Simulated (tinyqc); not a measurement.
## Capacitance measurement on a leaky thin oxide: effects of series resistance and leakage: readings against frequency

The device is a capacitance C in parallel with a leakage conductance G, in series with Rs and Ls. An impedance meter reports either a parallel pair (Cp, Gp) from Y = 1/Z = Gp + i w Cp or a series pair (Cs, Rm) from Z = Rm + 1/(i w Cs); w = 2 pi f, dissipation D = Gp/(w |Cp|).

EOT = 3.9 tox/eox; CET = EOT + zc + zp; C = 3.9 eps0 A/CET; G = Jg A/Vs. Z = Rs + i w Ls + 1/(G + i w C); CET read from Cp = 3.9 eps0 A/Cp; errors under 0.001 % are printed as 0.

Parameters, values chosen for the exercise; values of the order met in thin-oxide MOS capacitors: relative permittivity of the gate insulator (close to silicon dioxide) eox = 3.9; insulator thickness tox = 1.3 nm; gate area A = 2500 um^2; oxide-equivalent thickness added by the accumulation layer zc = 0.37 nm; oxide-equivalent thickness added by gate depletion zp = 0.26 nm; gate leakage current density, not matched to the thickness Jg = 0.00016 A/cm^2; voltage for an e-fold rise of the leakage Vs = 0.19 V; series resistance Rs = 6.6 ohm; series inductance Ls = 0 nH.

Constants: eps0 = 8.8541878128e-14 F/cm where lengths are in cm. Results are converted to the units shown.

The same in every row: C (pF) = 44.73.

Result of one run:

| f (Hz) | Cp (pF) | Cs (pF) | D | error of Cp (%) | error of Cs (%) | CET read from Cp (nm) |
|---|---|---|---|---|---|---|
| 1e6 | 44.73 | 44.73 | 0.001930 | 0 | 0 | 1.930 |

What becomes of these results when the measuring frequency f is changed from 1e6 to 1e7 Hz, all else the same?

Result of the changed run:

| f (Hz) | Cp (pF) | Cs (pF) | D | error of Cp (%) | error of Cs (%) | CET read from Cp (nm) |
|---|---|---|---|---|---|---|
| 1e7 | 44.71 | 44.73 | 0.01856 | -0.0344 | 0 | 1.931 |

The whole series:

| f (Hz) | Cp (pF) | Cs (pF) | D | error of Cp (%) | error of Cs (%) | CET read from Cp (nm) |
|---|---|---|---|---|---|---|
| 1000 | 44.73 | 44.98 | 0.07491 | 0 | 0.561 | 1.930 |
| 3000 | 44.73 | 44.76 | 0.02498 | 0 | 0.0623 | 1.930 |
| 10000 | 44.73 | 44.73 | 0.007509 | 0 | 5.61e-3 | 1.930 |
| 30000 | 44.73 | 44.73 | 0.002553 | 0 | 0 | 1.930 |
| 1e5 | 44.73 | 44.73 | 9.346e-4 | 0 | 0 | 1.930 |
| 3e5 | 44.73 | 44.73 | 8.062e-4 | 0 | 0 | 1.930 |
| 1e6 | 44.73 | 44.73 | 0.001930 | 0 | 0 | 1.930 |
| 3e6 | 44.73 | 44.73 | 0.005590 | -3.12e-3 | 0 | 1.930 |
| 1e7 | 44.71 | 44.73 | 0.01856 | -0.0344 | 0 | 1.931 |
| 3e7 | 44.59 | 44.73 | 0.05565 | -0.309 | 0 | 1.936 |

D goes from 0.0749 through a minimum of 8.06e-4 (at f = 3e5 Hz among the rows listed) to 0.0556; without inductance its minimum lies at f = sqrt(G (1 + G Rs)/Rs)/(2 pi C) = 2.01e5 Hz. The error of Cp goes from 0 to -0.309 % and that of Cs from 0.561 to 0 %; at low frequency Cp tends to C/(1 + G Rs)^2 and Cs grows as 1 + (G/(w C))^2. One of the two readings is within 2 % of C for f = 1000, 3000, 10000, 30000, 1e5, 3e5, 1e6, 3e6, 1e7, 3e7 Hz.

tinyqc, about 0.01 s, one thread, Intel Xeon 2.30GHz (shared host): `OMP_NUM_THREADS=1 python tinyqc.py 2022155 2022156 out.jsonl`
